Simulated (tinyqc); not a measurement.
# Signal and retention of a DRAM cell: two studies

A stored one starts at Vd and leaks: Cs dV/dt = -I(V), I = a sqrt((V + Vb)/(Vd + Vb)) + b, with a = Ig exp[-(Eg1 q/kB)(1/T - 1/T0)] (generation in a depletion layer) and b = Is exp[-(Es q/kB)(1/T - 1/T0)]. The bit line is precharged to Vd/2, and charge sharing gives the signal (V - Vd/2) Cs/(Cs + Cb).

Inputs (values chosen for the exercise):
```
symbol,value,unit,meaning
Vd,1.1,V,array voltage
Cs,12,fF,cell capacitance
Cb,90,fF,bit-line capacitance
dm,56,mV,smallest signal that the sense amplifier resolves
Vb,1.3,V,built-in plus back-bias voltage of the storage junction
Ig,0.48,fA,junction leakage at V = Vd and T0
Is,0.095,fA,voltage-independent leakage at T0
Es,0.45,eV,activation energy of Is
T0,358,K,reference temperature
T,328,K,temperature
sg,0.62,,deviation of ln(retention time) over the cells
Nc,4.29e9,,cells
tr,128,ms,refresh interval
Eg1,0.62,eV,activation energy of Ig
```

Constants: q = 1.602176634e-19 C, kB = 1.380649e-23 J/K. Results are converted to the units shown.

Each table varies one quantity; the others keep the values above.

## Failing cells against the refresh interval

The cell fails below Vc = Vd/2 + dm (Cs + Cb)/Cs. With s = sqrt((Vc + Vb)/(Vd + Vb)), the time from Vd to Vc is t = [2 Cs (Vd + Vb)/a] [1 - s - (b/a) ln((a + b)/(a s + b))]. This time is the median of a log-normal spread: failing cells = Nc erfc(z/sqrt 2)/2, z = ln(t/tr)/sg.

Result of one run:
```
tr (ms)	z	failing cells
64	7.943	4.231e-6
```

What becomes of these results when the refresh interval tr is changed from 64 to 1024 ms, all else the same?

Result of the changed run:
```
tr (ms)	z	failing cells
1024	3.471	1.112e6
```

The whole series:
```
tr (ms)	z	failing cells
16	10.18	5.278e-15
32	9.061	2.772e-10
64	7.943	4.231e-6
128	6.825	0.01885
256	5.707	24.65
512	4.589	9548
1024	3.471	1.112e6
2048	2.353	3.993e7
```

Doubling the interval lowers z by ln 2/sg = 1.12 and multiplies the count by 52500 between the first two rows and by 35.9 between the last two. The count passes 1 at tr = 256 ms among the rows.

## Effect of the bit-line capacitance

Same model as above.

Effect of the bit-line capacitance:
```
Cb (fF)	Vc (V)	retention time (s)	failing cells
15	0.67600	51.986	7.2570e-13
30	0.74600	43.138	1.3205e-11
45	0.81600	34.400	3.9533e-10
60	0.88600	25.769	2.5005e-8
75	0.95600	17.240	5.6108e-6
90	1.0260	8.8094	0.018850
```

Vc rises by dm/Cs = 4.67 mV for each fF, and the retention time falls from 52.0 to 8.81 s; the margin is gone at Cb = 106 fF.

Range of the model: Real arrays also hold a tail of unusually leaky cells and cells whose retention varies in time, which this model lacks.

Program tinyqc, `OMP_NUM_THREADS=1 python tinyqc.py 2130031 2130032 out.jsonl`; Intel Xeon 2.30GHz, shared host, one thread, about 0.01 s.
